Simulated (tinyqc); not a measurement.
Inside a calculation. Model: X-ray reflectivity of a thin film on silicon: critical angles, Parratt recursion, fringes and roughness. Computed by tinyqc, a small Python program that keeps every step. Command: `OMP_NUM_THREADS=1 python tinyqc.py 3120760 3120761 out.jsonl xrr walk`. One thread of a shared host (Intel(R) Xeon(R) Processor @ 2.30GHz), about 0.01 s of CPU time with the checks. Intermediate numbers are printed to about 7 digits and carried at full precision; extremes and crossings named in words are read from the listed rows.

n = 1 - delta + i beta; the classical electron radius is r_e = 2.8179403e-6 nm. Layer 0 is vacuum, 1 the film, 2 the substrate.

Inputs (values chosen for the exercise, modelled on a porous low-k film on silicon, copper K-alpha radiation):
```
quantity                                        value     unit
wavelength lambda                             0.15406       nm
film density rho                                 1.34   g/cm^3
effective electrons per unit mass, film         0.524    mol/g
beta/delta, film                                0.011        -
film thickness d                                 69.2       nm
roughness of the surface sigma_1                 0.67       nm
roughness of the interface sigma_2               0.31       nm
substrate density                                2.33   g/cm^3
effective electrons per unit mass, substrate    0.507    mol/g
beta/delta, substrate                           0.023        -
grazing angle theta                             0.763  degrees
```

Constants: N_A = 6.02214076e+23 1/mol.

## Optical constants

delta = r_e lambda^2 rho_e/(2 pi), rho_e = density x electrons per mass x N_A; critical angle sqrt(2 delta), q_c = 4 sqrt(pi r_e rho_e).

Constants:
```
layer      rho_e (1/nm^3)         delta          beta  critical angle (degrees)  q_c (1/nm)
film             422.8506  4.501100e-06  4.951210e-08                 0.1719084   0.2447340
substrate        711.4015  7.572626e-06  1.741704e-07                 0.2229774   0.3174375
```

The film is less dense in electrons than the substrate, so a second edge from the substrate can show.

## Critical angle of the film

The formulas are those given above.

critical angle of the film = 0.1719084 degrees

## Reflectivity at one angle

k_j = (2 pi/lambda) sqrt(sin^2 theta - 2 delta_j + 2 i beta_j); r_ij = (k_i - k_j)/(k_i + k_j) x exp(-2 k_i k_j sigma^2) (Nevot-Croce); r = (r_01 + r_12 p)/(1 + r_01 r_12 p), p = exp(2 i k_1 d); R = |r|^2.

k_0, k_1, k_2 (1/nm): 0.5430991  0.5291341+0.0001556i  0.5193893+0.0005578i

1000 r_01 = 10.06234-0.11437i

1000 r_12 = 8.815394-0.370429i

p = -0.5487786-0.8103551i

reflectivity R = 7.402675e-05

q = 4 pi sin(theta)/lambda = 1.086198 1/nm

## Fringe period, contrast and decay

Far above the critical angle the period is d theta = lambda/(2 d), or 2 pi/d in q; the envelope runs between (|r_01| - |r_12 p|)^2 and (|r_01| + |r_12 p|)^2; contrast = 2 a b/(a^2 + b^2) with a = |r_01|, b = |r_12 p|; roughness factors on the amplitudes are about exp(-q^2 sigma^2/2).

period in theta = 0.06377881 degrees

period in q = 0.09079748 1/nm

contrast = 0.9884050

roughness factor, surface = 0.7673502

roughness factor, interface = 0.9448863

## Thickness from the minima

Minima of R theta^4 are located on 6001 points over 7.5 periods, from 1.15 times the larger critical angle. With refraction, sin^2(theta_m) = 2 delta + m^2 (lambda/(2 d))^2, m integer or half-integer; the first six minima are used, and the first order is the one that minimises the largest residual of the least-squares line plus the distance of its intercept from 2 delta. Without refraction, d = lambda/(2 x mean step of sin theta).

Minima:
```
order m  theta (degrees)   sin^2 theta
3.5            0.2821747  2.425423e-05
4.5            0.3348720  3.415918e-05
5.5            0.3909176  4.654987e-05
6.5            0.4491158  6.144159e-05
7.5            0.5085895  7.879127e-05
8.5            0.5690199  9.862691e-05
```

d with refraction = 69.18435 nm

d without refraction = 76.93383 nm

Against d = 69.2 nm the errors are -0.02 % with and +11.18 % without refraction. The orders are half-integers, as r_01 and r_12 have the same sign for a film less dense than the substrate.

## Which roughness does what

R is averaged over one period above each angle (64 points); contrast = (max - min)/(max + min) of R theta^4 over that period. Cases: smooth; only sigma_1; only sigma_2; both.

Mean R and contrast:
```
theta (degrees)      R smooth   contrast    R, sigma_1  contrast, sigma_1    R, sigma_2  contrast, sigma_2       R, both  contrast, both
0.8              1.700334e-04  0.9373353  1.162792e-04          0.9977063  1.633920e-04          0.9157849  1.096284e-04       0.9916212
1.2              3.610203e-05  0.9325124  1.794094e-05          0.9487643  3.324123e-05          0.8759153  1.507227e-05       0.9841799
1.8              7.142545e-06  0.9298926  2.497716e-06          0.5773052  6.062790e-06          0.7926558  1.417568e-06       0.7391439
2.5              1.947550e-06  0.9301082  6.233739e-07          0.1561356  1.509550e-06          0.6447999  1.829270e-07       0.2954735
3.5              5.220535e-07  0.9299265  1.638018e-07          0.0102689  3.700810e-07          0.3895549  1.462743e-08       0.0590570
```

At 2.5 degrees sigma_1 alone multiplies the mean R by 0.32 and sigma_2 alone by 0.78; the contrast goes from 0.93 (smooth) to 0.16 and 0.64.

Checks made by the program: smooth bare substrate far above q_c against (q_c/2q)^4 (relative difference 1e-03).
